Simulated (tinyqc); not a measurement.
Geometry optimisation on the UHF/3-21g surface (energies and gradients from PySCF), for H2+, spin multiplicity 2, step by step. Computed by tinyqc, a small Python program that keeps every step (integrals from PySCF). Settings: charge = 1, multiplicity = 2, basis = 3-21g, optimiser = bfgs, first Hessian = 0.6, largest step = 0.3, iteration cap = 30. Command: `OMP_NUM_THREADS=1 python tinyqc.py 21875 21876 out.jsonl` (the two numbers bound the seeds that draw the settings). One thread of a shared host (Intel(R) Xeon(R) Processor @ 2.60GHz), about 0.08 s of CPU time with the checks.

## Step 1: energy and gradient

positions at the start (bohr):
```
           x         y         z
1H  0.000000  0.000000  0.000000
2H  0.000000  0.000000  1.302021
```

Self-consistent energy and analytic gradient at these positions.

energy = -0.53800585 hartree

gradient (hartree/bohr):
```
             x           y            z
1H  0.00000000  0.00000000   0.19267160
2H  0.00000000  0.00000000  -0.19267160
```

## Step 1: move

Quasi-Newton step p = -H^(-1) g (first H = 0.6 times the unit matrix); steps longer than 0.3 bohr are cut back (factor 0.661 here).

positions after step 1 (bohr):
```
           x         y          z
1H  0.000000  0.000000  -0.212132
2H  0.000000  0.000000   1.514153
```

## Step 2: energy and gradient

As before.

energy = -0.57922827 hartree

gradient (hartree/bohr):
```
             x           y            z
1H  0.00000000  0.00000000   0.03395576
2H  0.00000000  0.00000000  -0.03395576
```

## Step 2: move

inverse Hessian in use (bohr^2/hartree), lower triangle:
```
          1         2         3         4         5         6
1  1.666667
2  0.000000  1.666667
3  0.000000  0.000000  1.501610
4  0.000000  0.000000  0.000000  1.666667
5  0.000000  0.000000  0.000000  0.000000  1.666667
6  0.000000  0.000000  0.165057  0.000000  0.000000  1.501610
```

Quasi-Newton step p = -H^(-1) g (the inverse Hessian comes from BFGS updates; coordinates in the order x, y, z of each atom); steps longer than 0.3 bohr are cut back.

positions after step 2 (bohr):
```
           x         y          z
1H  0.000000  0.000000  -0.257516
2H  0.000000  0.000000   1.559537
```

## Convergence

Stop when the largest gradient component is below 3e-5 hartree/bohr. The inverse Hessian follows the BFGS update with s = step, y = change of gradient.

Course of the optimisation:
```
step  E (hartree)  largest gradient (hartree/bohr)
1     -0.53800585                         1.93e-01
2     -0.57922827                         3.40e-02
3     -0.58160916                         1.92e-02
4     -0.58300152                         5.26e-03
5     -0.58314282                         1.19e-03
6     -0.58315111                         1.01e-04
7     -0.58315117                         2.15e-06
```

Final distances (angstrom):
```
pair   distance
2H-1H  1.055025
```

Converged in 7 steps.
